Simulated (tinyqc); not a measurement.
G0W0 on RHF in the 3-21g basis, for H2, spin multiplicity 1, step by step. One step of it, computed by the program tinyqc.

Task: G0W0 on Hartree-Fock: LUMO. W(p,q,m) = sqrt2 sum_ia (pq|ia) (X+Y)_ia,m; Sigma_c(x) = sum_(i,m) W^2/(x - e_i + w_m) + sum_(a,m) W^2/(x - e_a - w_m); solve x = e_p + Sigma_c(x) by Newton steps; Z = 1/(1 - dSigma/dx); 1 hartree = 27.211386 eV.

orbital energies (hartree): MO1 -0.574157, MO2 0.245930, MO3 0.954249, MO4 1.456590

Two-electron integrals over orbitals (pq|rs), unique and non-zero (hartree):
```
(11|11) 0.631561    (21|21) 0.095551    (22|11) 0.456814    (22|22) 0.413079
(31|11) 0.157817    (31|22) 0.059869    (31|31) 0.109727    (32|21) -0.010175
(32|32) 0.034785    (33|11) 0.552443    (33|22) 0.413358    (33|31) 0.131170
(33|33) 0.507216    (41|21) -0.080615   (41|32) -0.033671   (41|41) 0.124978
(42|11) -0.142219   (42|22) -0.062739   (42|31) -0.079618   (42|33) -0.112912
(42|42) 0.075286    (43|21) -0.102315   (43|32) -0.015009   (43|41) 0.127139
(43|43) 0.153230    (44|11) 0.644712    (44|22) 0.469091    (44|31) 0.196006
(44|33) 0.580597    (44|42) -0.170115   (44|44) 0.723015
```

excitation energies w (hartree): 0.971957  1.734029  2.276053

X + Y:
```
            1         2          3
1>2  0.914071  0.000000  -0.059261
1>3  0.000000  0.938839   0.000000
1>4  0.142704  0.000000   0.939961
```

Give: The 12 largest terms at x = e_p; Newton steps; quasiparticle energy of the LUMO; Hartree-Fock value.

Result:

The 12 largest terms at x = e_p (hartree; W for the signs of X + Y given):
```
q  m        W       term
1  1   0.1072     0.0064
1  3  -0.1152     0.0043
4  2  -0.1057    -0.0038
2  2   0.0795    -0.0036
3  3  -0.0439    -0.0006
3  1  -0.0199  -2.37e-04
```

Newton steps (hartree):
```
step       x  Sigma_c(x)       Z
0     0.2459      0.0024  0.9914
1     0.2483      0.0024  0.9914
2     0.2483      0.0024  0.9914
```

quasiparticle energy of the LUMO = 6.7563 eV

Hartree-Fock value = 6.6921 eV
